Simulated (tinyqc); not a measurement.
Eight-band Kane k.p model: sweeps and comparisons. A value that a table varies takes the place of the one given here.

Eight-band Kane model, basis S, X, Y, Z times spin, zero of energy at the top of the unstrained valence band, c = hbar^2/2m0. Within each spin: H_SS = Eg + A c k^2, H_SX = i P kx (likewise Y, Z), H_XX = -Dso/3 + L kx^2 + M (ky^2 + kz^2), H_XY = N kx ky, and cyclic. Spin-orbit term (Dso/3) L.sigma on X, Y, Z with (L_k)_ij = -i epsilon_kij: <X+|H|Y+> = -i Dso/3, <X+|H|Z-> = Dso/3, <Y+|H|Z-> = -i Dso/3, <Z+|H|X-> = -Dso/3, <Z+|H|Y-> = i Dso/3, <X-|H|Y-> = i Dso/3, and their conjugates; + and - are the spin along z. Terms from inversion asymmetry are left out, so every level is twofold.

P = sqrt(Ep c); A = 1/me - Ep (Eg + 2 Dso/3)/(Eg (Eg + Dso)) keeps the electron mass; g1' = g1 - Ep/(3 Eg), g2' = g2 - Ep/(6 Eg), g3' = g3 - Ep/(6 Eg) remove the coupling to S that the Luttinger values already hold; L = -c (g1' + 4 g2'), M = -c (g1' - 2 g2'), N = -6 c g3'.

Constants: hbar^2/2m0 = 3.80998211 eV angstrom^2.

Parameters, chosen for this exercise (near those of InSb; the results hold for these values, not for the real material): Eg = 0.227 eV (gap at Gamma to the s-like level); Dso = 0.778 eV (spin-orbit splitting); Ep = 23.4 eV (Kane energy); me = 0.013 m0 (electron mass at Gamma); g1 = 34.87 (Luttinger gamma1); g2 = 15.43 (gamma2); g3 = 16.6 (gamma3); kmax = 0.04 1/angstrom (end of the path).

## Non-parabolicity of the conduction band

Unstrained, along [001], six points up to kmax. Parabolic: E = c k^2/me. Two-band form: E (1 + alpha E) = c k^2/me with alpha = (1 - me)^2/Eg. The column alpha(k) solves that form for alpha with the eight-band energy. Energies from the conduction edge.

Energies:
```
|k| (1/angstrom)  parabolic (eV)  two-band (eV)  eight-band (eV)  alpha(k) (1/eV)  parabolic / eight-band
0.0067                    0.0130         0.0124           0.0124            3.776                   1.047
0.0133                    0.0521         0.0439           0.0447            3.711                   1.166
0.0200                    0.1172         0.0857           0.0887            3.626                   1.322
0.0267                    0.2084         0.1328           0.1396            3.535                   1.493
0.0333                    0.3256         0.1826           0.1949            3.444                   1.671
0.0400                    0.4689         0.2340           0.2535            3.354                   1.850
```

alpha = 4.291 1/eV

How do the results move?

At the last point the parabola lies a factor 1.85 above the eight-band value, and the two-band form 19.5 meV below it. The parabola stays within 5 % up to |k| = 0.0067 1/angstrom of the points listed. alpha(k) goes from 3.776 to 3.354 1/eV, a spread of 11.2 % over this range; the simple rule gives 4.291, 14 % above the first value, as it knows neither Dso nor the remote terms.

## Four, six or eight bands for the holes

Unstrained, along [100]. Six bands: the X, Y, Z block alone with the full g1, g2, g3 in L, M, N. Four bands: the same with Dso sent to infinity. HH, LH and SO name the pairs from the top.

Valence levels (eV):
```
|k| (1/angstrom)     HH 4     HH 6     HH 8     LH 4     LH 6     LH 8     SO 6     SO 8
0.0067            -0.0007  -0.0007  -0.0007  -0.0111  -0.0111  -0.0105  -0.7840  -0.7794
0.0133            -0.0027  -0.0027  -0.0027  -0.0445  -0.0434  -0.0371  -0.8028  -0.7836
0.0200            -0.0061  -0.0061  -0.0061  -0.1002  -0.0942  -0.0717  -0.8371  -0.7906
0.0267            -0.0109  -0.0109  -0.0109  -0.1781  -0.1585  -0.1094  -0.8921  -0.8002
0.0333            -0.0170  -0.0170  -0.0170  -0.2783  -0.2292  -0.1479  -0.9746  -0.8126
0.0400            -0.0244  -0.0244  -0.0244  -0.4007  -0.2984  -0.1861  -1.0928  -0.8276
```

How do the results move?

At |k| = 0.0400 the heavy holes of the three models span 0.0 meV and the light holes 214.6 meV. The split-off band moves the light hole by +102.3 meV and treating the conduction band exactly moves it by +112.3 meV more; the two matter about equally here, where the four-band light-hole energy is 0.52 times Dso and 1.77 times Eg.

## Far from Gamma

Pairs 3 and 4 along [100] out to 3.2 1/angstrom, beyond the zone edge but about the reach pi/h of a grid with h = 1 angstrom, with Ep as given and with Ep rescaled so that A = 1: Ep = (1/me - 1) Eg (Eg + Dso)/(Eg + 2 Dso/3). Crossings of E = Eg/2 are found on a scan of 320 points from 0.05 to 3.2 and refined by bisection.

Levels (eV):
```
kx (1/angstrom)  pair 3   pair 4  pair 3, rescaled  pair 4, rescaled
0.0               0.000    0.227             0.000             0.227
0.4              -1.965    6.210            -1.870             5.997
0.8              -1.954   18.833            -1.139            17.544
1.2              -0.901   38.909             1.436            35.503
1.6               0.846   66.746             5.471            60.219
2.0               3.190  102.439            10.831            91.827
2.4               6.098  146.020            17.462           130.379
2.8               9.557  197.505            25.339           175.900
3.2              13.559  256.899            34.450           228.401
```

A (a pure number) and L (eV angstrom^2) as given: 0.439  24.741

rescaled Ep = 23.23 eV

A and L rescaled: 1.000  21.862

Crossings of mid-gap:
```
set       number  first kx (1/angstrom)
as given       1                  1.449
rescaled       1                  1.025
```

Is the parameter set safe for a calculation on a fine real-space grid?

No. A level crosses the middle of the gap at kx = 1.449 1/angstrom; a grid of step h reaches k = pi/h, so one with h below about 2.2 angstrom can return spurious states, and finite differences, which weaken the linear term at large k, can do so on coarser grids too. At large kx the S and X states dominate and (A c k^2)(L k^2) - P^2 k^2 must vanish for a state in the gap, which needs A L > 0, near k = P/sqrt(A c L); here A = 0.439 and L = 24.741 have the same sign, which puts the estimate at 1.47 1/angstrom. In the rerun with Ep = 23.23 eV, A = 1.000 and L = 21.862 have the same sign, and a level crosses at kx = 1.025, so the rescaling is no cure here. Electron, heavy- and light-hole masses at Gamma are the same for both sets.

## What each parameter does

Unstrained; levels at |k| = kmax along [001], all derived values formed anew. Each row changes one parameter from the base and keeps the others.

Results:
```
case             conduction (eV)  heavy hole (eV)  light hole (eV)  split-off (eV)
base                      0.4805          -0.0244          -0.1861         -0.8276
Eg = 0.2497 eV            0.5085          -0.0244          -0.1908         -0.8461
Dso = 0.7002 eV           0.4798          -0.0244          -0.1851         -0.7540
Ep = 25.74 eV             0.4880          -0.0244          -0.1921         -0.8129
me = 0.0117 m0            0.5161          -0.0244          -0.1719         -0.8253
g1 = 31.383               0.4877          -0.0032          -0.1710         -0.8073
g2 = 16.973               0.4704          -0.0056          -0.1916         -0.8308
g3 = 14.94                0.4805          -0.0244          -0.1861         -0.8276
```

How do the results move?

The largest shifts from the base row, up to three for each result and ties (the steps differ in size, so this ranks the rows, not the parameters). conduction (eV): me +0.0356, Eg +0.0280, g2 -0.0101; unchanged at the printed digits by g3. heavy hole (eV): g1 +0.0213, g2 +0.0188; unchanged at the printed digits by Eg, Dso, Ep, me and g3. light hole (eV): g1 +0.0150, me +0.0142, Ep -0.0060; unchanged at the printed digits by g3. split-off (eV): Dso +0.0735, g1 +0.0203, Eg -0.0186; unchanged at the printed digits by g3.

Computed by tinyqc, a small Python program: `OMP_NUM_THREADS=1 python tinyqc.py 1081339 1081340 out.jsonl` (the numbers bound the seed that draws the inputs); one thread of a shared host (Intel(R) Xeon(R) Processor @ 2.30GHz), about 0.05 s for the whole set of steps.
